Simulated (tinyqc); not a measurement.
Three-band tight binding of a dichalcogenide monolayer: one step. H at one k. Four cases, with inputs chosen for the exercise.

Question. Form alpha, beta and the matrix.

Basis dz2, dxy, dx2-y2 on a triangular lattice, nearest neighbours; alpha = kx a/2, beta = sqrt3 ky a/2. h0 = e1 + 2 t0 (cos 2alpha + 2 cos alpha cos beta); h1 = -2 sqrt3 t2 sin alpha sin beta + 2i t1 (sin 2alpha + sin alpha cos beta); h2 = 2 t2 (cos 2alpha - cos alpha cos beta) + 2i sqrt3 t1 cos alpha sin beta; h11 = e2 + 2 t11 cos 2alpha + (t11 + 3 t22) cos alpha cos beta; h22 = e2 + 2 t22 cos 2alpha + (3 t11 + t22) cos alpha cos beta; h12 = sqrt3 (t22 - t11) sin alpha sin beta + 4i t12 sin alpha (cos alpha - cos beta) + i lam sz. H = [[h0, h1, h2], [., h11, h12], [., ., h22]], Hermitian; the lowest band of each spin is filled. K = (4 pi/3a, 0), M = (pi/a, pi/(sqrt3 a)).

Case 1.

Values chosen (near a published set for monolayer MoTe2; the results hold for these values, not for the real material): a = 3.562 angstrom (lattice constant); e1 = 0.603 eV (level of dz2); e2 = 1.961 eV (level of dxy and dx2-y2); t0 = -0.169 eV (hopping); t1 = 0.227 eV (hopping); t2 = 0.394 eV (hopping); t11 = 0.204 eV (hopping); t12 = 0.242 eV (hopping); t22 = 0.248 eV (hopping); lam = 0.105 eV (spin-orbit constant); sz = -1 (spin); k = (0.82, 0.51) 1/angstrom (wave vector).

Case 2.

Values chosen (near a published set for monolayer MoSe2; the results hold for these values, not for the real material): a = 3.325 angstrom (lattice constant); e1 = 0.927 eV (level of dz2); e2 = 2.045 eV (level of dxy and dx2-y2); t0 = -0.19 eV (hopping); t1 = 0.321 eV (hopping); t2 = 0.449 eV (hopping); t11 = 0.211 eV (hopping); t12 = 0.291 eV (hopping); t22 = 0.13 eV (hopping); lam = 0.091 eV (spin-orbit constant); sz = -1 (spin); k = (0.58, 0.38) 1/angstrom (wave vector).

Case 3.

Values chosen (near a published set for monolayer MoTe2; the results hold for these values, not for the real material): a = 3.561 angstrom (lattice constant); e1 = 0.609 eV (level of dz2); e2 = 1.956 eV (level of dxy and dx2-y2); t0 = -0.171 eV (hopping); t1 = 0.223 eV (hopping); t2 = 0.381 eV (hopping); t11 = 0.206 eV (hopping); t12 = 0.238 eV (hopping); t22 = 0.257 eV (hopping); lam = 0.105 eV (spin-orbit constant); sz = 1 (spin); k = (0.97, 0.57) 1/angstrom (wave vector).

Case 4.

Values chosen (near a published set for monolayer WSe2; the results hold for these values, not for the real material): a = 3.324 angstrom (lattice constant); e1 = 0.944 eV (level of dz2); e2 = 2.205 eV (level of dxy and dx2-y2); t0 = -0.212 eV (hopping); t1 = 0.458 eV (hopping); t2 = 0.48 eV (hopping); t11 = 0.266 eV (hopping); t12 = 0.33 eV (hopping); t22 = 0.034 eV (hopping); lam = 0.225 eV (spin-orbit constant); sz = -1 (spin); k = (1.05, 0.16) 1/angstrom (wave vector).

Give: alpha, beta; H.

Answer.

Case 1.

alpha, beta (rad): 1.46042  1.57324

H (eV), lower triangle (Hermitian):
```
                    z2              xy   x2-y2
z2              0.9330
xy     -1.3565-0.0983i          1.5626
x2-y2  -0.7687-0.0866i  0.0757-0.0033i  1.4768
```

Case 2.

alpha, beta (rad): 0.96425  1.09422

H (eV), lower triangle (Hermitian):
```
                    z2               xy   x2-y2
z2              0.8613
xy     -1.1355-0.8433i           2.0544
x2-y2  -0.5492-0.5632i  -0.1024-0.0154i  2.1535
```

Case 3.

alpha, beta (rad): 1.72708  1.75783

H (eV), lower triangle (Hermitian):
```
                    z2              xy   x2-y2
z2              0.9146
xy     -1.2810+0.2191i          1.5922
x2-y2  -0.7471+0.1181i  0.0857-0.1335i  1.4922
```

Case 4.

alpha, beta (rad): 1.74510  0.46059

H (eV), lower triangle (Hermitian):
```
                    z2               xy   x2-y2
z2              1.4742
xy     -0.7279-0.4952i           1.6478
x2-y2  -0.7531+0.1223i  -0.1759+1.6150i  2.0118
```

Computed by tinyqc, one run a case: `OMP_NUM_THREADS=1 python tinyqc.py N N+1 out.jsonl` with N = 1451371, 1451615, 1451839, 1451965; one thread of a shared Intel(R) Xeon(R) Processor @ 2.30GHz, about 0.02 s a run at most.
